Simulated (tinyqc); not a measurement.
From results back to parameters: optical gain and spontaneous emission in a bulk direct-gap semiconductor. Three cases, with inputs chosen for the exercise.

Problem. The gain spectrum crosses zero at E0 = Eg + Fc + Fv; n = p is hidden.

F_j(eta) = (1/Gamma(j + 1)) integral_0^infinity x^j dx/(1 + exp(x - eta)), which tends to exp(eta) for eta << 0.

Quasi-Fermi levels: n = Nc F_1/2(Fc/kT) and p = Nv F_1/2(Fv/kT), Fc counted up from the conduction edge and Fv down from the valence edge; Nc, Nv from N = 2 (m kB T/(4 pi c))^(3/2) with c = hbar^2/2m0, in 1/angstrom^3; times 1e24 for 1/cm^3, with me and (mhh^(3/2) + mlh^(3/2))^(2/3).

Constants: hbar^2/2m0 = 3.80998211 eV angstrom^2; kB = 8.617333262e-05 eV/K.

Case 1.

Values chosen (near those of InGaAs; shifted at random, so the results belong to these values and not to a real crystal): Eg = 0.74 eV (direct gap); me = 0.0418 m0 (electron mass); mhh = 0.443 m0 (heavy-hole mass); mlh = 0.0526 m0 (light-hole mass); T = 250 K.

E0 = 0.84288 eV

Case 2.

Values chosen (near those of InP; shifted at random, so the results belong to these values and not to a real crystal): Eg = 1.36 eV (direct gap); me = 0.0782 m0 (electron mass); mhh = 0.591 m0 (heavy-hole mass); mlh = 0.085 m0 (light-hole mass); T = 200 K.

E0 = 1.39666 eV

Case 3.

Values chosen (near those of GaAs; shifted at random, so the results belong to these values and not to a real crystal): Eg = 1.465 eV (direct gap); me = 0.0658 m0 (electron mass); mhh = 0.514 m0 (heavy-hole mass); mlh = 0.0851 m0 (light-hole mass); T = 300 K.

E0 = 1.48669 eV

Find: Fc; Fv; n.

Solution. Fc + Fv rises steadily with n, so one n gives E0 - Eg; solve by bisection on ln n.

Case 1.

Fc = 0.126 eV
Fv = -0.023 eV
n = 1.8e+18 1/cm^3

Case 2.

Fc = 0.059 eV
Fv = -0.023 eV
n = 1.6e+18 1/cm^3

Case 3.

Fc = 0.067 eV
Fv = -0.046 eV
n = 1.6e+18 1/cm^3

Computed by tinyqc, one run a case: `OMP_NUM_THREADS=1 python tinyqc.py N N+1 out.jsonl` with N = 1682590, 1682597, 1682604; one thread of a shared Intel(R) Xeon(R) Processor @ 2.30GHz, about 0.08 s a run at most.
